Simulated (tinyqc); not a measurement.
# Energy and delay of logic against supply voltage: what changes with what

One expression serves below and above threshold: I(Vg) = Ik [ln(1 + exp((Vg - VT + dd V)/(al nf Vt)))]^al, with I_on = I(V) and I_off = I(0). Gate delay td = kd C V/I_on, clock period LD td. Per gate and cycle the switching energy is act C V^2 and the leakage energy I_off V LD td. No short-circuit current, no variation. Minima are sought above 0.09 V; below a few Vt gates no longer switch and the model has no meaning.

Inputs (values chosen for the exercise); values of the order met in logic technologies: temperature T = 300 K; threshold voltage at zero drain bias VT = 0.29 V; slope factor nf = 1.23; barrier lowering per volt of supply dd = 0.09; specific current of a gate Ik = 0.49 uA; exponent of the current law al = 1.84; load capacitance of a gate C = 0.45 fF; delay factor kd = 0.8; logic depth LD = 30; activity factor act = 0.3.

Constants: q = 1.602176634e-19 C, kB = 1.380649e-23 J/K, Vt = kB T/q. Results are converted to the units shown.

Each table varies one quantity; the others keep the values above.

## Energy and delay against supply voltage

EDP = energy times td.

Results:

| V (V) | I_on (uA) | I_off (nA) | td (ps) | switching (aJ) | leakage (aJ) | energy (aJ) | EDP (fJ ps) |
|---|---|---|---|---|---|---|---|
| 0.15 | 0.0082899 | 0.081330 | 6514.0 | 3.0375 | 2.3840 | 5.4215 | 35.315 |
| 0.27 | 0.27500 | 0.11404 | 353.45 | 9.8415 | 0.32648 | 10.168 | 3.5939 |
| 0.5 | 7.3940 | 0.21776 | 24.344 | 33.750 | 0.079517 | 33.830 | 0.82355 |
| 0.62 | 15.761 | 0.30498 | 14.161 | 51.894 | 0.080331 | 51.974 | 0.73603 |
| 0.73 | 25.924 | 0.41510 | 10.137 | 71.942 | 0.092157 | 72.034 | 0.73024 |
| 0.85 | 39.583 | 0.58069 | 7.7306 | 97.537 | 0.11447 | 97.652 | 0.75491 |
| 0.97 | 55.828 | 0.81169 | 6.2549 | 127.02 | 0.14774 | 127.17 | 0.79543 |
| 1.08 | 72.925 | 1.1025 | 5.3315 | 157.46 | 0.19044 | 157.65 | 0.84054 |
| 1.2 | 93.923 | 1.5380 | 4.5995 | 194.40 | 0.25467 | 194.65 | 0.89532 |

Estimate the missing row, V = 0.38 V.

Computed row:

| V (V) | I_on (uA) | I_off (nA) | td (ps) | switching (aJ) | leakage (aJ) | energy (aJ) | EDP (fJ ps) |
|---|---|---|---|---|---|---|---|
| 0.38 | 2.1536 | 0.15541 | 63.521 | 19.494 | 0.11254 | 19.607 | 1.2454 |

With this row back in the table: td falls from 6510 to 4.60 ps; the energy rises from 5.42 to 195 aJ and the EDP goes from 35.3 through a minimum of 0.730 (at V = 0.73 V among the rows listed) to 0.895 fJ ps. The exact minima lie at V = 0.148 V for the energy and 0.688 V for the EDP. Going from 1.2 V to the energy minimum saves a factor of 35.9 in energy and costs a factor of 1490 in delay.

## Optimum supplies against the threshold voltage at zero drain bias

Same model as above.

V_min minimises the energy and V_EDP the product of energy and td.

Optimum supplies against the threshold voltage at zero drain bias:

| VT (V) | V_min (V) | energy at V_min (aJ) | leakage share (%) | clock at V_min (MHz) | V_EDP (V) | clock at V_EDP (GHz) |
|---|---|---|---|---|---|---|
| 0.15 | 0.1363 | 7.426 | 66.23 | 164.1 | 0.3876 | 1.992 |
| 0.2 | 0.1450 | 6.179 | 54.07 | 57.30 | 0.4806 | 2.203 |
| 0.25 | 0.1473 | 5.625 | 47.95 | 15.38 | 0.5939 | 2.594 |
| 0.3 | 0.1480 | 5.387 | 45.08 | 3.605 | 0.7118 | 3.015 |
| 0.35 | 0.1483 | 5.285 | 43.79 | 0.7904 | 0.8304 | 3.432 |
| 0.4 | 0.1485 | 5.241 | 43.23 | 0.1680 | 0.9490 | 3.839 |
| 0.45 | 0.1485 | 5.223 | 42.99 | 0.03523 | 1.068 | 4.238 |
| 0.5 | 0.1485 | 5.215 | 42.89 | 0.007344 | 1.186 | 4.631 |
| 0.55 | 0.1485 | 5.211 | 42.84 | 0.001527 | 1.305 | 5.017 |

As VT goes from 0.15 to 0.55, V_min rises from 0.136 to 0.149 V, the energy there falls from 7.43 to 5.21 aJ, the clock there falls from 164 to 0.00153 MHz and V_EDP rises from 0.388 to 1.30 V. V_min lies below VT for VT = 0.15, 0.2, 0.25, 0.3, 0.35, 0.4, 0.45, 0.5, 0.55 V. As VT grows, I_on too becomes a subthreshold current, VT cancels more and more from the energy, and it mainly sets the clock.

tinyqc, about 0.01 s, one thread, Intel Xeon 2.30GHz (shared host): `OMP_NUM_THREADS=1 python tinyqc.py 2082003 2082004 out.jsonl`
